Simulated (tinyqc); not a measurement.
Inside a calculation. Method: empirical pseudopotential in a few plane waves. One step of it, computed by the program tinyqc.

Question. Bloch Hamiltonian at G. Basis: the 15 shortest G (labels in 2 pi/a), the same at every k. H(G,G') = c |k + G|^2 delta + VS(|G-G'|^2) cos((G-G').tau) + i VA sin((G-G').tau), tau = a/8 (1,1,1); 1 Ry = 13.605693 eV.

Parameters chosen for this model: fcc lattice, atoms at +/- a/8 (1,1,1); form factors in rydberg at |G|^2 in units of (2 pi/a)^2:
```
parameter                 value      unit
a                      6.110000  angstrom
VS(3)                 -0.221000        Ry
VS(8)                  0.051000        Ry
VS(11)                 0.046000        Ry
VA(3)                         0        Ry
VA(4)                         0        Ry
VA(11)                        0        Ry
hbar^2/2m (2 pi/a)^2   4.029028        eV
```

k point G (2 pi / a): [0, 0, 0]

Give: H(k) at G.

Answer.

H(k) at G (eV):
```
        +0+0+0  -1-1-1  -1-1+1  -1+1-1  -1+1+1  +1-1-1  +1-1+1  +1+1-1
+0+0+0   0.000   2.126  -2.126  -2.126  -2.126  -2.126  -2.126  -2.126
-1-1-1   2.126  12.087   0.000   0.000  -0.694   0.000  -0.694  -0.694
-1-1+1  -2.126   0.000  12.087   0.694   0.000   0.694   0.000   0.000
-1+1-1  -2.126   0.000   0.694  12.087   0.000   0.694   0.000   0.000
-1+1+1  -2.126  -0.694   0.000   0.000  12.087   0.000   0.694   0.694
+1-1-1  -2.126   0.000   0.694   0.694   0.000  12.087   0.000   0.000
+1-1+1  -2.126  -0.694   0.000   0.000   0.694   0.000  12.087   0.694
+1+1-1  -2.126  -0.694   0.000   0.000   0.694   0.000   0.694  12.087
+1+1+1   2.126   0.000  -0.694  -0.694   0.000  -0.694   0.000   0.000
-2+0+0   0.000  -2.126  -2.126  -2.126   2.126   0.443  -0.443  -0.443
+0-2+0   0.000  -2.126  -2.126   0.443  -0.443  -2.126   2.126  -0.443
+0+0-2   0.000  -2.126   0.443  -2.126  -0.443  -2.126  -0.443   2.126
+0+0+2   0.000  -0.443   2.126  -0.443  -2.126  -0.443  -2.126   0.443
+0+2+0   0.000  -0.443  -0.443   2.126  -2.126  -0.443   0.443  -2.126
+2+0+0   0.000  -0.443  -0.443  -0.443   0.443   2.126  -2.126  -2.126

        +1+1+1  -2+0+0  +0-2+0  +0+0-2  +0+0+2  +0+2+0  +2+0+0
+0+0+0   2.126   0.000   0.000   0.000   0.000   0.000   0.000
-1-1-1   0.000  -2.126  -2.126  -2.126  -0.443  -0.443  -0.443
-1-1+1  -0.694  -2.126  -2.126   0.443   2.126  -0.443  -0.443
-1+1-1  -0.694  -2.126   0.443  -2.126  -0.443   2.126  -0.443
-1+1+1   0.000   2.126  -0.443  -0.443  -2.126  -2.126   0.443
+1-1-1  -0.694   0.443  -2.126  -2.126  -0.443  -0.443   2.126
+1-1+1   0.000  -0.443   2.126  -0.443  -2.126   0.443  -2.126
+1+1-1   0.000  -0.443  -0.443   2.126   0.443  -2.126  -2.126
+1+1+1  12.087  -0.443  -0.443  -0.443  -2.126  -2.126  -2.126
-2+0+0  -0.443  16.116   0.694   0.694  -0.694  -0.694   0.000
+0-2+0  -0.443   0.694  16.116   0.694  -0.694   0.000  -0.694
+0+0-2  -0.443   0.694   0.694  16.116   0.000  -0.694  -0.694
+0+0+2  -2.126  -0.694  -0.694   0.000  16.116   0.694   0.694
+0+2+0  -2.126  -0.694   0.000  -0.694   0.694  16.116   0.694
+2+0+0  -2.126   0.000  -0.694  -0.694   0.694   0.694  16.116
```
